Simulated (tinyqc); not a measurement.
Inside a calculation. Model: undoped symmetric double-gate MOSFET, analytic potential model.

Program tinyqc, `OMP_NUM_THREADS=1 python tinyqc.py 2440009 2440010 out.jsonl`; Intel Xeon 2.30GHz, shared host, one thread, about 0.01 s. Printed values are rounded.

An undoped body of thickness ts between two equal insulators and tied gates; long channel, electrons only, n = ni exp((psi - V)/Vt) with V the quasi-Fermi potential (0 at the source, Vd at the drain), constant mobility, no quantisation. Across the body psi(x) = V - 2 Vt ln[(ts/(2 beta)) sqrt(q ni/(2 eps0 eps_r Vt)) cos(2 beta x/ts)], x from the centre. Q is the electron charge per area of the whole body.

Inputs (values chosen for the exercise); material values close to those of silicon:

| symbol | value | unit | meaning |
|---|---|---|---|
| T | 400 | K | temperature |
| Eg | 1.12 | eV | band gap |
| eps_r | 11.6 |  | relative permittivity of the semiconductor |
| Nc | 4.33e19 | cm^-3 | conduction-band density of states at T |
| Nv | 4.08e19 | cm^-3 | valence-band density of states at T |
| eox | 25.6 |  | relative permittivity of the gate insulator |
| tox | 8.7 | nm | insulator thickness |
| ts | 25 | nm | body thickness |
| dphi | 0.19 | V | gate work function less that of the intrinsic body |
| mu | 100 | cm^2/(V s) | channel mobility |
| L | 1 | um | gate length |
| Vg | 0.42 | V | gate voltage |
| Vd | 0.3 | V | drain voltage |

Constants: q = 1.602176634e-19 C, kB = 1.380649e-23 J/K, Vt = kB T/q, eps0 = 8.8541878128e-14 F/cm where lengths are in cm. Results are converted to the units shown.

## Constants of the body

ni = sqrt(Nc Nv) exp(-Eg/(2 Vt)), Eg in volts; r = eps_r tox/(eox ts); V0 = dphi + 2 Vt ln[(2/ts) sqrt(2 eps0 eps_r Vt/(q ni))].

ni = 3.697299e12 cm^-3
r = 0.1576875
V0 = 0.5776087 V

## Iteration 1: beta at the source by Newton steps

beta at the start = 1

With V = 0: f = ln(beta) - ln(cos beta) + 2 r beta tan(beta) - (Vg - V0)/(2 Vt); f' = 1/beta + tan(beta) + 2 r [tan(beta) + beta/cos^2(beta)]; beta(new) = beta - f/f'.

f = 3.393010
f' = 4.128898
beta after iteration 1 = 0.1782287

## Iteration 2: beta at the source by Newton steps

As before.

f = 0.5876214
f' = 5.905754
beta after iteration 2 = 0.07872888

## Course of the iteration: beta at the source by Newton steps

Stop when beta changes by less than 1e-11, or after 40 iterations. beta must stay between 0 and pi/2.

Course of the iteration:
```
iteration        beta  |change|
1           0.1782287     0.822
2          0.07872888    0.0995
3          0.09825005    0.0195
4           0.1007778   2.53e-3
5           0.1008096   3.17e-5
6           0.1008096   4.83e-9
7           0.1008096   < 1e-13
```

Converged in 7 iterations. At the end the number of correct digits about doubles with each step.

## Charges and drain current

beta_s = 0.1008096
beta_d = 0.001309759

beta (between 0 and pi/2) solves (Vg - V0 - V)/(2 Vt) = ln(beta) - ln(cos beta) + 2 r beta tan(beta). Q = 8 eps0 eps_r Vt beta tan(beta)/ts; I = mu (1/L)(4 eps0 eps_r/ts)(2 Vt)^2 [g(beta_s) - g(beta_d)] per width, g = beta tan(beta) - beta^2/2 + r beta^2 tan^2(beta), with beta_s at V = 0 and beta_d at V = Vd.

Qs = 1.155228 nC/cm^2
Qd = 1.943448e-4 nC/cm^2
g(beta_s) = 0.005132247
g(beta_d) = 8.577362e-7
I = 0.004007628 uA/um

The term r beta^2 tan^2(beta), which gives the square law, makes up 0.319 % of g at the source.

## Potential and electron density across the body at the source

x/ts, point 0 to 6: [0, 0.1, 0.2, 0.3, 0.4, 0.45, 0.5]

psi(x) as above with V = 0 and beta = beta_s; n = ni exp(psi/Vt).

psi, point 0 to 6 (V): [0.2294274, 0.2294414, 0.2294835, 0.2295536, 0.2296518, 0.2297115, 0.2297783]
n, point 0 to 6 (cm^-3): [2.874370e15, 2.875539e15, 2.879049e15, 2.884912e15, 2.893146e15, 2.898161e15, 2.903780e15]

The density at the surface is 1.01 times that at the centre (1/cos^2 beta).
